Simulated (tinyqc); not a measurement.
Where the concentration falls to given levels: concentration-dependent dopant diffusion with charged defects and the built-in field. Computed by tinyqc, a small Python program. Command: `OMP_NUM_THREADS=1 python tinyqc.py 3006644 3006645 out.jsonl extrinsic walk`. One thread of a shared host (Intel(R) Xeon(R) Processor @ 2.30GHz), about 0.05 s of CPU time with the checks.

A constant source C_s feeds a half space. The dopant moves through neutral point defects and through charged ones, whose number grows with the majority carrier density n.

Inputs (values chosen for the exercise, modelled on boron in silicon):
```
quantity                        value    unit
neutral prefactor D0x          0.0467  cm^2/s
neutral activation energy E0     3.49      eV
singly charged prefactor D01     1.05  cm^2/s
activation energy E1             3.49      eV
surface concentration C_s     4.3e+18  1/cm^3
temperature T                    1150       C
time t                           2900       s
```

Field enhancement: on.

Constants: k_B = 8.617333262e-05 eV/K.

Method:
- n_i = 3.87e16 T^1.5 exp(-7014/T) per cm^3 (T in kelvin, an empirical form); each D = prefactor x exp(-E/(k_B T)); the intrinsic diffusivity D_i is their sum.
- Temperatures in kelvin are T(C) + 273.15.
- n = C/2 + sqrt(C^2/4 + n_i^2); D(C) = h [Dx + D1 (n/n_i)], h = 1 + C/sqrt(C^2 + 4 n_i^2).
- With y = x/sqrt(D_s t), u = C/C_s and q = -(D/D_s) du/dy: du/dy = -q D_s/D, dq/dy = -(y/2) q D_s/D, u(0) = 1. The surface flux q(0) is shot so that u tends to 0 (LSODA, an adaptive multistep solver, relative tolerance 1e-10). Dose Q = 2 q(0) C_s sqrt(D_s t).
- For comparison, erfc profiles with a constant D: x = 2 sqrt(D t) erfc^-1(C/C_s), with D = D_i and D = D_s.

partial diffusivities (cm^2/s): Dx 2.04285e-14, D1 4.59313e-13

n_i = 1.50371e+19 1/cm^3

surface diffusivity D_s = 6.27944e-13 cm^2/s

intrinsic diffusivity D_i = 4.79741e-13 cm^2/s

Depth (nm):
```
C/C_s       D/D_s    full  erfc with D_i  erfc with D_s
8.00e-01  0.94930   156.3          133.6          152.9
5.00e-01  0.87649   401.0          355.8          407.1
2.00e-01  0.80765   730.6          676.0          773.4
1.00e-01  0.78559   920.7          867.7          992.7
3.00e-02  0.77042  1192.1         1144.7         1309.6
1.00e-02  0.76613  1401.2         1358.7         1554.5
1.00e-03  0.76420  1770.7         1735.7         1985.8
1.00e-04  0.76401  2082.5         2052.3         2348.0
```

What follows from these numbers?

The depth between C/C_s = 0.1 and 1e-4 spans 1160 nm in the full profile, against 1180 nm for D_i and 1360 nm for D_s; the ratio of the depths at 1e-4 and at 0.5 is 5.19, against 5.77 for any erfc. The profile stays close to an erfc.
